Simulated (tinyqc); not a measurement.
From eps_inf back to core-shell spring k: rigid-ion and shell models of the dielectric response of an ionic crystal. Computed by tinyqc, a small Python program. Command: `OMP_NUM_THREADS=1 python tinyqc.py 3027859 3027860 out.jsonl shell inv`. One thread of a shared host (Intel(R) Xeon(R) Processor @ 2.30GHz), about 0.01 s of CPU time with the checks.

Charges +Z and -Z; 6 nearest neighbours, Madelung constant M = 1.747565, volume per ion pair Omega = 2.000000 d^3. Energy per pair U = -M Z^2 e2/d + 6 A exp(-d/rho), e2 = e^2/(4 pi eps_0). In the shell model the anion is a core of charge Y - Z and a massless shell of charge -Y, joined by the spring k; the repulsion acts on the shell. Each ion feels the Lorentz field E + (4 pi/3) P (Gaussian units).

Inputs (values chosen for the exercise, for a model crystal):
```
quantity                       value        unit
nearest-neighbour distance d    2.32    angstrom
ionic charge Z                  1.75           e
hardness d/rho                  8.86           -
shell charge size Y             2.93           e
cation polarisability alpha_+   0.23  angstrom^3
```

Structure: rock salt.

Constants: e^2/(4 pi eps_0) = 14.39964548 eV angstrom; 1 eV/angstrom^3 = 160.2176634 GPa.

Method. Zero pressure fixes 6 A exp(-d/rho) = M Z^2 e2 rho/d^2. Then U = -(M Z^2 e2/d)(1 - rho/d), B = M Z^2 e2 (d/rho - 2)/(9 Omega d), and the spring of one sublattice against the other is R = (1/3) x (Laplacian of the repulsion summed over neighbours) = M Z^2 e2 (d/rho - 2)/(3 d^3), so R = 3 B Omega/d^2. Eliminating the shell gives the anion polarisability alpha_- = Y^2 e2/(k + R), the Szigeti charge Z_S = Z - Y R/(k + R) and the softened spring R' = k R/(k + R). With b = 4 pi (alpha_+ + alpha_-)/(3 Omega): eps_inf = (1 + 2b)/(1 - b) (Clausius-Mossotti); Born charge Z* = Z_S (eps_inf + 2)/3.

Problem. A run gave the result below. Find the core-shell spring k, known to lie between 57 and 97 eV/angstrom^2.

eps_inf = 2.3054

Solution.

Each step takes the trial c = (a f_b - b f_a)/(f_b - f_a), f being the result less the target and a, b, c the logarithms of the listed values; c replaces end b, the old b replaces a if the sign of f changed, and otherwise f_a is halved.

Scan of the range:
```
core-shell spring k (eV/angstrom^2)  eps_inf
57.0                                 2.47856
62.3                                 2.34732
68.1                                 2.22998
74.4                                 2.12556
81.2                                 2.03287
88.8                                 1.94762
97.0                                 1.87187
```

False position (Illinois rule, in the logarithm of the input) inside the bracket:
```
step    end a    end b    trial  eps_inf
1     62.3000  68.1000  64.3129  2.30388
2     62.3000  64.3129  64.1749  2.30676
3     64.3129  64.1749  64.2401  2.30540
4     64.1749  64.2401  64.2400  2.30540
```

eps_inf falls at every point of a 13-point scan of the range (every second point is shown), so one value fits; it is bracketed by 62.3 and 68.1. Answer: core-shell spring k = 64.24 eV/angstrom^2.
